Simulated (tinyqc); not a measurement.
# Superjunction drift layer against a plain one, charge balance: effect of the lateral peak field as a share of Ef

Alternating n and p pillars of equal width wp, doping N and length Lp. When depleted, the lateral field peaks at Ex = q N wp/(2 eps0 eps_r) at the pillar junctions and a uniform vertical field Ey is added; breakdown is taken where Ex^2 + Ey^2 = Ef^2. Only the n pillars conduct, narrowed by the zero-bias depletion. A first-order model: the field peaks at the pillar ends are left out.

Ec(N) = E16 (N/1e16 cm^-3)^(1/8), mu(N) = mi + (mx - mi)/(1 + (N/Nr)^0.9). Plain drift layer for BV: N solves BV = eps0 eps_r Ec(N)^2/(2 q N), W = 2 BV/Ec, Rsp = W/(q mu N). Ex = a Ef gives N = 2 eps0 eps_r a Ef/(q wp); Ey = Ef sqrt(1 - a^2); Lp = BV/Ey; xd = sqrt(eps0 eps_r Vb/(q N)) on each side; Rsp = 2 Lp/(q mu(N) N (1 - 2 xd/wp)). An imbalance dl leaves the mean net doping |dl| N/2, which tilts the vertical field by s = q |dl| N/(2 eps0 eps_r): BV(dl) = Ey Lp - s Lp^2/2, or Ey^2/(2 s) if the field reaches zero inside the pillar.

Values chosen for this exercise; values close to those of silicon:
```
symbol,value,unit,meaning
eps_r,12.1,,relative permittivity of the semiconductor
E16,0.395,MV/cm,critical field at a doping of 1e16 cm^-3
mx,1320,cm^2/(V s),mobility at low doping
mi,93.7,cm^2/(V s),mobility at high doping
Nr,1.3e17,cm^-3,reference doping of the mobility
BV,340,V,wanted breakdown voltage
wp,5,um,width of each pillar
Ef,0.3,MV/cm,critical field inside the pillars
Vb,0.8,V,built-in voltage of the pillar junctions
dl,-7.6,%,charge imbalance (Nn - Np)/N
```

Constants: q = 1.602176634e-19 C, eps0 = 8.8541878128e-14 F/cm where lengths are in cm. Results are converted to the units shown.

The same in every row: Rsp, plain (mohm cm^2) = 13.68.

Result of one run:
```
N (cm^-3)  Lp (um)  Rsp, pillars (mohm cm^2)  BV(dl) (V)
5.296e15     15.09                     3.246       305.8
```

Which lateral peak field as a share of Ef a gave this result: 0.48, 0.57, 0.66, 0.75 or 0.93?

a = 0.66.

The whole series:
```
a     N (cm^-3)  Lp (um)  Rsp, pillars (mohm cm^2)  BV(dl) (V)
0.3    2.407e15    11.88                     5.899       330.3
0.39   3.129e15    12.31                     4.601       326.5
0.48   3.852e15    12.92                     3.873       321.7
0.57   4.574e15    13.79                     3.454       315.3
0.66   5.296e15    15.09                     3.246       305.8
0.75   6.018e15    17.13                     3.235       289.8
0.84   6.740e15    20.89                     3.516       256.4
0.93   7.463e15    30.83                     4.685       143.4
```

As a goes from 0.3 to 0.93, Rsp of the pillars goes from 5.90 through a minimum of 3.23 (at a = 0.75 among the rows listed) to 4.68 mohm cm^2 and BV with the imbalance falls from 330 to 143 V. With constant mobility and no depleted edge the minimum of Rsp lies at a = 0.707; a smaller a gives up a little resistance for tolerance. For a = 0.3 to 0.57 the aspect ratio Lp/wp is under 3, where a pillar model without end effects fails.

tinyqc, about 0.01 s, one thread, Intel Xeon 2.30GHz (shared host): `OMP_NUM_THREADS=1 python tinyqc.py 2590062 2590063 out.jsonl`
